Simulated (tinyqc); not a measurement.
# Fully depleted semiconductor-on-insulator film with two gates, non-linear Poisson equation by Newton steps: two studies

One dimension across the film, front interface at x = 0, back interface at x = ts. psi is counted from the intrinsic level, n = ni exp(psi/Vt) (source grounded), holes neglected, acceptors ionised. Gates act through Cox = eps0 eox/tox and Cbox = 3.9 eps0/tb with potentials G1 = Vg - (phiM - chi - Vt ln(Nc/ni)) and G2 = Vb - (phiB - chi - Vt ln(Nc/ni)). Classical Boltzmann densities, no interface charge, no depletion in the back plane.

Parameters, values chosen for the exercise; band and dielectric values those of a made-up semiconductor:
```
symbol,value,unit,meaning
T,300,K,temperature
Eg,1.03,eV,band gap
eps_r,9.34,,relative permittivity
Nc,2.94e19,cm^-3,conduction-band density of states at T
Nv,2.9e19,cm^-3,valence-band density of states at T
chi,3.71,eV,electron affinity
eox,25.7,,relative permittivity of the gate insulator (close to zirconium oxide)
tox,3.6,nm,insulator thickness
ts,16,nm,film thickness
tb,120,nm,buried-oxide thickness (eps_r 3.9)
Na,1e15,cm^-3,acceptor density of the film
phiM,4.27,eV,work function of the front gate
phiB,4.69,eV,work function of the back plane
Vb,1.2,V,back-gate voltage
```

Constants: q = 1.602176634e-19 C, kB = 1.380649e-23 J/K, Vt = kB T/q, eps0 = 8.8541878128e-14 F/cm where lengths are in cm. Results are converted to the units shown.

Each table varies one quantity; the others keep the values above.

## Charge against front-gate voltage

ni = sqrt(Nc Nv) exp(-Eg/(2 Vt)), Eg in volts. The Poisson equation eps0 eps_r d2psi/dx2 = q (n + Na), with -eps0 eps_r dpsi/dx = Cox (G1 - psi) at x = 0 and eps0 eps_r dpsi/dx = Cbox (G2 - psi) at x = ts, is solved on 300 equal intervals with half boxes at both ends; N_inv is the trapezoid sum of n. Swing = ln 10/(d ln N_inv/dVg); the last column is (dN_inv/dVb)/(dN_inv/dVg).

Charge against front-gate voltage:
columns A: Vg (V); B: psi front (V); C: psi back (V); D: N_inv (cm^-2); E: centroid/ts; F: swing (mV/decade); G: q dN_inv/dVg over Cox; H: back/front leverage
```
A           B         C        D       E       F        G        H
0     -0.0415  -7.87e-4   5.08e4   0.626    61.8  4.80e-8   0.0386
0.15    0.108     0.141   1.36e7   0.603    61.8  1.29e-5   0.0373
0.3     0.257     0.281   3.59e9   0.578    62.9  0.00333   0.0358
0.45    0.399     0.380  2.89e11   0.435     121    0.139   0.0226
0.6     0.501     0.397  2.18e12   0.182     248    0.514  0.00840
0.75    0.554     0.399  6.02e12  0.0932     471    0.746  0.00593
0.9     0.584     0.399  1.08e13  0.0610     745    0.842  0.00528
1.05    0.604     0.399  1.59e13  0.0452  1.04e3    0.890  0.00501
1.2     0.618     0.400  2.12e13  0.0360  1.35e3    0.917  0.00486
```

What does the table show?

N_inv passes 1e11 cm^-2 at Vg = 0.402 V. The swing starts at 61.8 mV a decade, against (1 + k) Vt ln 10 = 59.8 for a front channel with k = Cs Cbox/(Cox (Cs + Cbox)) = 0.00431, Cs = eps0 eps_r/ts; above threshold this column is no longer a subthreshold swing. The centroid falls from 0.626 to 0.0360 of ts and the leverage of the back gate falls from 0.0386 to 0.00486. For Vg = 0.6, 0.75, 0.9, 1.05, 1.2 the density at an interface exceeds 0.3 Nc, where Boltzmann statistics fail. For Vg = 0.6, 0.75, 0.9, 1.05, 1.2 the classical centroid lies within 3 nm of an interface, where confinement, left out, would push it away.

## Threshold and coupling against the buried-oxide thickness

VT is the Vg for N_inv = 1e11 cm^-2; -dVT/dVb from the linearised equation. Limits with Cs = eps0 eps_r/ts: front channel Cs Cbox/(Cox (Cs + Cbox)), back channel Cbox (Cox + Cs)/(Cox Cs). Swing at N_inv = 1e8 cm^-2.

Results:
```
tb (nm)  VT (V)  centroid/ts at VT  -dVT/dVb  front-channel limit  back-channel limit  swing (mV/decade)
6         0.121              0.921      1.02               0.0431                1.20                125
16        0.317              0.792     0.325               0.0241               0.452               82.3
27        0.360              0.694     0.169               0.0162               0.268               72.0
45        0.382              0.610    0.0905               0.0106               0.161               66.4
73        0.395              0.553    0.0517              0.00686              0.0990               63.4
120       0.402              0.515    0.0299              0.00431              0.0602               61.8
200       0.406              0.491    0.0173              0.00264              0.0361               60.8
```

Estimate the missing row, tb = 9.9 nm.

Computed row:
```
tb (nm)  VT (V)  centroid/ts at VT  -dVT/dVb  front-channel limit  back-channel limit  swing (mV/decade)
9.9       0.246              0.869     0.582               0.0329               0.730               97.9
```

With this row back in the table: As tb goes from 6 to 200, VT rises from 0.121 to 0.406 V, the centroid falls from 0.921 to 0.491 of ts and -dVT/dVb falls from 1.02 to 0.0173. The coupling covers 84.2 % of the way from the front-channel to the back-channel limit in the first row and 43.9 % in the last.

tinyqc, about 0.5 s, one thread, Intel Xeon 2.30GHz (shared host): `OMP_NUM_THREADS=1 python tinyqc.py 2190171 2190172 out.jsonl`
